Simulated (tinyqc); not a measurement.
On-chip power grid, static voltage drop by conjugate gradients: two steps of the calculation.

A grid of 3 rows and 3 columns, node k = 3 row + column. Neighbours in a row are joined by Rx, in a column by Ry; pad nodes, which reach the supply through Rp: 0, 2, 6, 8. Each node draws I0, node 3 draws kh I0. The drops u = Vdd - V solve G u = i, with G the conductance matrix (1/Rp added on the diagonal at pad nodes).

Values chosen for this exercise: supply voltage Vdd = 0.75 V; resistance of a horizontal segment Rx = 0.55 ohm; resistance of a vertical segment Ry = 0.15 ohm; resistance from a pad node to the supply Rp = 0.1 ohm; load current of an ordinary node I0 = 4 mA; factor on the load at the hot node kh = 3.

Problem 1. Conjugate-gradient step. q = G p; with z = r/G_kk: a = (r.z)/(p.q); u(new) = u + a p; r(new) = r - a q; b = (r.z)(new)/(r.z); p(new) = z(new) + b p.

u after iteration 1 (mV):

|  | col 0 | col 1 | col 2 |
|---|---|---|---|
| row 0 | 0.5277315 | 0.9468124 | 0.5277315 |
| row 1 | 1.9314973 | 0.5748504 | 0.6438324 |
| row 2 | 0.5277315 | 0.9468124 | 0.5277315 |

r after iteration 1 (mA):

|  | col 0 | col 1 | col 2 |
|---|---|---|---|
| row 0 | 8.843089 | -0.003677 | 0.258656 |
| row 1 | -9.183508 | 11.551546 | 2.326566 |
| row 2 | 8.843089 | -0.003677 | 0.258656 |

p after iteration 1 (mV):

|  | col 0 | col 1 | col 2 |
|---|---|---|---|
| row 0 | 0.74489203 | 0.47776722 | 0.28048831 |
| row 1 | 0.36926169 | 0.97100577 | 0.47867775 |
| row 2 | 0.74489203 | 0.47776722 | 0.28048831 |

Give: q; a; u after iteration 2; r after iteration 2; b; p after iteration 2.

Solution 1.

q (mA):

|  | col 0 | col 1 | col 2 |
|---|---|---|---|
| row 0 | 10.44 | -3.42 | 1.12 |
| row 1 | -6.10 | 8.57 | 1.75 |
| row 2 | 10.44 | -3.42 | 1.12 |

a = 1.123

u after iteration 2 (mV):

|  | col 0 | col 1 | col 2 |
|---|---|---|---|
| row 0 | 1.364 | 1.483 | 0.843 |
| row 1 | 2.346 | 1.665 | 1.181 |
| row 2 | 1.364 | 1.483 | 0.843 |

r after iteration 2 (mA):

|  | col 0 | col 1 | col 2 |
|---|---|---|---|
| row 0 | -2.878 | 3.831 | -1.005 |
| row 1 | -2.331 | 1.933 | 0.364 |
| row 2 | -2.878 | 3.831 | -1.005 |

b = 0.1996

p after iteration 2 (mV):

|  | col 0 | col 1 | col 2 |
|---|---|---|---|
| row 0 | -0.0070 | 0.4672 | 0.0016 |
| row 1 | -0.0801 | 0.3078 | 0.1196 |
| row 2 | -0.0070 | 0.4672 | 0.0016 |

Problem 2. Worst drop, pad currents and power lost. Pad current u/Rp; worst drop as a share of Vdd; power lost in the grid and pads sum_k i_k u_k; power delivered sum_k i_k (Vdd - u_k).

converged u (mV):

|  | col 0 | col 1 | col 2 |
|---|---|---|---|
| row 0 | 1.2394813 | 2.3964286 | 0.9605187 |
| row 1 | 2.1831721 | 2.5035714 | 1.4096851 |
| row 2 | 1.2394813 | 2.3964286 | 0.9605187 |

Give: worst drop; share of Vdd; pad currents; power lost; power delivered.

Solution 2.

worst drop = 2.5036 mV
share of Vdd = 0.33381 %
pad currents (mA): node 0 12.395, node 2 9.6052, node 6 12.395, node 8 9.6052
power lost = 0.078623 mW
power delivered = 32.921 mW

The pad currents add up to the total load, 44.00 mA. The worst drop is at node 4, not at the hot node.

Computed by the program tinyqc: `OMP_NUM_THREADS=1 python tinyqc.py 2770102 2770103 out.jsonl`, one thread of a shared Intel Xeon 2.30GHz, about 0.08 s for the whole run.
